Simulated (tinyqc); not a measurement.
Inside a calculation. Method: plane-wave Kohn-Sham cycle with exchange-only LDA in a layered model solid. Computed by tinyqc, a small Python program that keeps every step. Settings: points = 16, plane-wave index or count = 3, electrons = 4, k points = 3, area = 20.0, mixing = 1.0, iteration cap = 61, Kerker q0 = 0.99. Command: `OMP_NUM_THREADS=1 python tinyqc.py 30238 30239 out.jsonl` (the two numbers bound the seeds that draw the settings). One thread of a shared host (Intel(R) Xeon(R) Processor @ 2.60GHz), about 0.01 s of CPU time with the checks. Later iterations appear only in the table of the cycle.

## Iteration 1: potential

A solid whose potential varies along x alone (atomic units):

| parameter | value |
|---|---|
| period a | 6.800000 |
| cross-section of the cell | 20.000000 |
| electrons per cell | 4 |
| grid points | 16 |
| plane waves -n..n, n | 3 |
| k points | 3 |
| V1 in V1 cos(2 pi x/a) | -0.770000 |

density at the start, on the grid x_j = j a/N (e/bohr^3): 0.029412  0.029412  0.029412  0.029412  0.029412  0.029412  0.029412  0.029412  0.029412  0.029412  0.029412  0.029412  0.029412  0.029412  0.029412  0.029412

V_H(G) = 4 pi rho(G)/G^2 for G != 0 (uniform background); v_x = -(3 rho/pi)^(1/3); V = V_ext + V_H + v_x; Fourier components f(G_m) = (1/N) sum_j f(x_j) exp(-i G_m x_j).

Potentials on the grid (hartree):

| x | V_ext | V_H | v_x | V |
|---|---|---|---|---|
| 0.0000 | -0.7700 | 0.0000 | -0.3040 | -1.0740 |
| 0.4250 | -0.7114 | 0.0000 | -0.3040 | -1.0154 |
| 0.8500 | -0.5445 | 0.0000 | -0.3040 | -0.8484 |
| 1.2750 | -0.2947 | 0.0000 | -0.3040 | -0.5986 |
| 1.7000 | 0 | 0.0000 | -0.3040 | -0.3040 |
| 2.1250 | 0.2947 | 0.0000 | -0.3040 | -0.0093 |
| 2.5500 | 0.5445 | 0.0000 | -0.3040 | 0.2405 |
| 2.9750 | 0.7114 | 0.0000 | -0.3040 | 0.4074 |
| 3.4000 | 0.7700 | 0.0000 | -0.3040 | 0.4660 |
| 3.8250 | 0.7114 | 0.0000 | -0.3040 | 0.4074 |
| 4.2500 | 0.5445 | 0.0000 | -0.3040 | 0.2405 |
| 4.6750 | 0.2947 | 0.0000 | -0.3040 | -0.0093 |
| 5.1000 | 0 | 0.0000 | -0.3040 | -0.3040 |
| 5.5250 | -0.2947 | 0.0000 | -0.3040 | -0.5986 |
| 5.9500 | -0.5445 | 0.0000 | -0.3040 | -0.8484 |
| 6.3750 | -0.7114 | 0.0000 | -0.3040 | -1.0154 |

V(G_m), m = 0, 1, 2, ... (hartree): -0.3040  -0.3850  0.0000  0.0000  0.0000  0.0000  0.0000

## Iteration 1: Hamiltonian at one k

k = 0.0000 2 pi / a

H(m,m') = (k + G_m)^2/2 delta + V(G_m - G_m'), with V(-G) = V(G).

H (hartree):
```
         -3       -2       -1       +0       +1       +2       +3
-3   3.5380  -0.3850   0.0000   0.0000   0.0000   0.0000   0.0000
-2  -0.3850   1.4036  -0.3850   0.0000   0.0000   0.0000   0.0000
-1   0.0000  -0.3850   0.1229  -0.3850   0.0000   0.0000   0.0000
+0   0.0000   0.0000  -0.3850  -0.3040  -0.3850   0.0000   0.0000
+1   0.0000   0.0000   0.0000  -0.3850   0.1229  -0.3850   0.0000
+2   0.0000   0.0000   0.0000   0.0000  -0.3850   1.4036  -0.3850
+3   0.0000   0.0000   0.0000   0.0000   0.0000  -0.3850   3.5380
```

## Iteration 1: levels at that k

Diagonalise the Hermitian matrix.

eigenvalues (hartree): -0.6991  0.0130  0.3938  1.4449  1.4592  3.6066  3.6066

## Iteration 1: new density

Motion across x is left out: the lowest 2 band(s) hold two electrons at each of the k points (j + 1/2)/nk - 1/2. Residual R = rho(out) - rho(in); rho(new) = rho(in) + 1 R, with R(G) scaled by G^2/(G^2 + 0.99^2) (Kerker). rho(out) = 2/(a A nk) sum |psi|^2 with psi = sum c exp(i G x). Harris energy E = band energy - dV sum rho (V_H/2 + v_x) + (3/4) dV sum rho v_x with rho(in), dV = a A/N, band energy = (2/nk) sum of the filled levels.

rho(out) (e/bohr^3): 0.047871  0.050897  0.053157  0.045694  0.030849  0.016951  0.008232  0.004106  0.002947  0.004106  0.008232  0.016951  0.030849  0.045694  0.053157  0.050897

density after iteration 1 (e/bohr^3): 0.034586  0.038128  0.042460  0.039259  0.030330  0.022531  0.018757  0.017730  0.017614  0.017730  0.018757  0.022531  0.030330  0.039259  0.042460  0.038128

energy per cell = -1.125263 hartree

## Iteration 2: potential

As before.

Potentials on the grid (hartree):

| x | V_ext | V_H | v_x | V |
|---|---|---|---|---|
| 0.0000 | -0.7700 | 0.1703 | -0.3208 | -0.9205 |
| 0.4250 | -0.7114 | 0.1637 | -0.3314 | -0.8791 |
| 0.8500 | -0.5445 | 0.1371 | -0.3435 | -0.7509 |
| 1.2750 | -0.2947 | 0.0825 | -0.3347 | -0.5468 |
| 1.7000 | 0 | 0.0067 | -0.3071 | -0.3004 |
| 2.1250 | 0.2947 | -0.0716 | -0.2781 | -0.0550 |
| 2.5500 | 0.5445 | -0.1349 | -0.2616 | 0.1479 |
| 2.9750 | 0.7114 | -0.1747 | -0.2568 | 0.2799 |
| 3.4000 | 0.7700 | -0.1881 | -0.2562 | 0.3257 |
| 3.8250 | 0.7114 | -0.1747 | -0.2568 | 0.2799 |
| 4.2500 | 0.5445 | -0.1349 | -0.2616 | 0.1479 |
| 4.6750 | 0.2947 | -0.0716 | -0.2781 | -0.0550 |
| 5.1000 | 0 | 0.0067 | -0.3071 | -0.3004 |
| 5.5250 | -0.2947 | 0.0825 | -0.3347 | -0.5468 |
| 5.9500 | -0.5445 | 0.1371 | -0.3435 | -0.7509 |
| 6.3750 | -0.7114 | 0.1637 | -0.3314 | -0.8791 |

V(G_m), m = 0, 1, 2, ... (hartree): -0.3002  -0.3147  0.0006  0.0029  0.0006  0.0002  0.0001

## Iteration 2: Hamiltonian at one k

k = 0.0000 2 pi / a

As before.

H (hartree):
```
         -3       -2       -1       +0       +1       +2       +3
-3   3.5417  -0.3147   0.0006   0.0029   0.0006   0.0002   0.0001
-2  -0.3147   1.4073  -0.3147   0.0006   0.0029   0.0006   0.0002
-1   0.0006  -0.3147   0.1267  -0.3147   0.0006   0.0029   0.0006
+0   0.0029   0.0006  -0.3147  -0.3002  -0.3147   0.0006   0.0029
+1   0.0006   0.0029   0.0006  -0.3147   0.1267  -0.3147   0.0006
+2   0.0002   0.0006   0.0029   0.0006  -0.3147   1.4073  -0.3147
+3   0.0001   0.0002   0.0006   0.0029   0.0006  -0.3147   3.5417
```

## Iteration 2: levels at that k

As before.

eigenvalues (hartree): -0.5945  0.0501  0.3416  1.4365  1.4419  3.5877  3.5879

## Iteration 2: new density

As before.

rho(out) (e/bohr^3): 0.045065  0.047559  0.049825  0.044439  0.032218  0.019550  0.010709  0.006099  0.004727  0.006099  0.010709  0.019550  0.032218  0.044439  0.049825  0.047559

density after iteration 2 (e/bohr^3): 0.039313  0.042215  0.045609  0.041917  0.031849  0.021583  0.014971  0.011932  0.011123  0.011932  0.014971  0.021583  0.031849  0.041917  0.045609  0.042215

energy per cell = -0.941885 hartree

## Convergence

Stop when sqrt(dV sum R^2) is below 1e-8, dV = a A/N.

Course of the cycle:

| iteration | E (hartree) | norm of the residual |
|---|---|---|
| 1 | -1.125263 | 2.28e-01 |
| 2 | -0.941885 | 9.41e-02 |
| 3 | -0.912413 | 3.80e-02 |
| 4 | -0.908082 | 1.53e-02 |
| 5 | -0.907435 | 6.18e-03 |
| 6 | -0.907334 | 2.51e-03 |
| 7 | -0.907318 | 1.02e-03 |
| 8 | -0.907316 | 4.15e-04 |
| 9 | -0.907315 | 1.69e-04 |
| 10 | -0.907315 | 6.89e-05 |
| 11 | -0.907315 | 2.81e-05 |
| 12 | -0.907315 | 1.14e-05 |
| 13 | -0.907315 | 4.67e-06 |
| 14 | -0.907315 | 1.90e-06 |
| 15 | -0.907315 | 7.75e-07 |
| 16 | -0.907315 | 3.16e-07 |
| 17 | -0.907315 | 1.29e-07 |
| 18 | -0.907315 | 5.24e-08 |
| 19 | -0.907315 | 2.14e-08 |
| 20 | -0.907315 | 8.71e-09 |

Converged in 20 iterations. Before convergence this energy mixes input and output and is not variational, so it may rise towards its limit.
